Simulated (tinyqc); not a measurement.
Comparisons within one model: standing waves and exposure in a photoresist film. A value that a table varies takes the place of the one given here.

Normal incidence from air. Unexposed resist: N1 = n1 + i k1 with k1 = (A + B) lam/(4 pi), lam in micrometres. r01 = (1 - N1)/(1 + N1), t01 = 2/(1 + N1). Below the resist lie the layer Na = na + i ka and the substrate Ns = ns + i ks: r12 = (r1a + ras x)/(1 + r1a ras x), x = exp(4 pi i Na da/lam), r1a = (N1 - Na)/(N1 + Na), ras = (Na - Ns)/(Na + Ns). With p = exp(2 pi i N1 d/lam), the field at depth z is E(z) = t01 [exp(2 pi i N1 z/lam) + r12 p^2 exp(-2 pi i N1 z/lam)]/(1 + r01 r12 p^2), the relative intensity I(z) = n1 |E(z)|^2 and the reflectance R = |(r01 + r12 p^2)/(1 + r01 r12 p^2)|^2.

Inputs chosen for the exercise (a resist on Al, indices near tabulated ones; shifted at random, so the results belong to these values and not to a real crystal):
- lam = 365 nm (vacuum wavelength)
- n1 = 1.67 (resist index)
- A = 0.47 1/micrometre (bleachable absorption (Dill A))
- B = 0.05 1/micrometre (fixed absorption (Dill B))
- d = 1037 nm (resist thickness)
- ns = 0.414 (substrate n)
- ks = 4.308 (substrate k)
- na = 1.771 (n of the bottom antireflection layer)
- ka = 0.303 (its k)
- da = 67 nm (its thickness)

## Swing of the coupled dose with resist thickness

The mean of I is taken over 800 depths; the relative dose to clear is taken as 1/(mean of I over the lowest period, 60 depths), scaled to 1 in the first row.

Swing:

| d (nm) | R | mean I | relative dose |
|---|---|---|---|
| 1037.0 | 0.0817 | 0.7746 | 1.000 |
| 1055.2 | 0.0092 | 0.8336 | 0.939 |
| 1073.4 | 0.0300 | 0.8150 | 0.972 |
| 1091.6 | 0.1143 | 0.7410 | 1.076 |
| 1109.9 | 0.1701 | 0.6887 | 1.158 |
| 1128.1 | 0.1544 | 0.6955 | 1.144 |
| 1146.3 | 0.0786 | 0.7531 | 1.059 |
| 1164.5 | 0.0104 | 0.8065 | 0.999 |
| 1182.7 | 0.0300 | 0.7889 | 1.033 |
| 1200.9 | 0.1098 | 0.7209 | 1.138 |
| 1219.1 | 0.1629 | 0.6729 | 1.219 |
| 1237.3 | 0.1482 | 0.6790 | 1.207 |
| 1255.6 | 0.0759 | 0.7323 | 1.122 |

The period is 109.3 nm, six rows. The relative dose swings between 0.939 and 1.219, a ratio (max - min)/mean of 0.259, against the estimate 4 sqrt(|r01|^2 |r12|^2) exp(-(A + B) d) = 0.193 for the oscillating part alone; the ratio from the table also holds the slow rise from absorption, 12.2 % over two periods, so the two are not strictly comparable. The dose is least sensitive to thickness at an extremum; the lowest dose listed is at 1055.2 nm.

## Tuning the antireflection layer

da takes the values listed; the contrast is (Imax - Imin)/(Imax + Imin) over the lowest period of the resist (60 depths).

Results:

| da (nm) | \|r12\|^2 | contrast |
|---|---|---|
| 0 | 0.8686 | 0.993 |
| 10 | 0.7729 | 0.984 |
| 20 | 0.6091 | 0.960 |
| 30 | 0.4235 | 0.900 |
| 40 | 0.2686 | 0.805 |
| 50 | 0.1683 | 0.693 |
| 60 | 0.1195 | 0.614 |
| 75 | 0.1113 | 0.601 |
| 90 | 0.1319 | 0.638 |
| 110 | 0.1274 | 0.606 |
| 140 | 0.0350 | 0.342 |

|r12|^2 starts at 0.8686 and is lowest, 0.0350, at 140 nm of those listed, where the contrast is 0.342 against 0.993. The contrast follows 2|r|/(1 + |r|^2), so even |r12|^2 = 0.01 leaves about 0.2. No listed thickness brings |r12|^2 below 0.01.

## What moves the exposure

The mean of I is over 800 depths. Each row changes one parameter from the base and keeps the others.

Results:

| case | \|r12\|^2 | R | mean I | I at the bottom |
|---|---|---|---|---|
| base | 0.1086 | 0.0817 | 0.7746 | 0.5126 |
| d = 1047 nm | 0.1086 | 0.0342 | 0.8133 | 0.5356 |
| n1 = 1.687 | 0.1078 | 0.0343 | 0.8151 | 0.5443 |
| B = 0.25 1/micrometre | 0.1098 | 0.0733 | 0.6973 | 0.4158 |
| ks = 3.877 | 0.1059 | 0.0731 | 0.7803 | 0.4853 |
| da = 77 nm | 0.1135 | 0.0267 | 0.8284 | 0.3280 |
| ka = 0.394 | 0.0497 | 0.0612 | 0.7534 | 0.4899 |

The largest shifts from the base row, up to three for each result and ties (the steps differ in size, so this ranks the rows, not the parameters). |r12|^2: ka -0.0590, da +0.0049, ks -0.0027; unchanged at the printed digits by d. R: da -0.0550, d -0.0475, n1 -0.0474. mean I: B -0.0772, da +0.0538, n1 +0.0405. I at the bottom: da -0.1846, B -0.0969, n1 +0.0317.

tinyqc: `OMP_NUM_THREADS=1 python tinyqc.py 1652421 1652422 out.jsonl`; about 0.01 s, one thread, shared Intel(R) Xeon(R) Processor @ 2.30GHz.
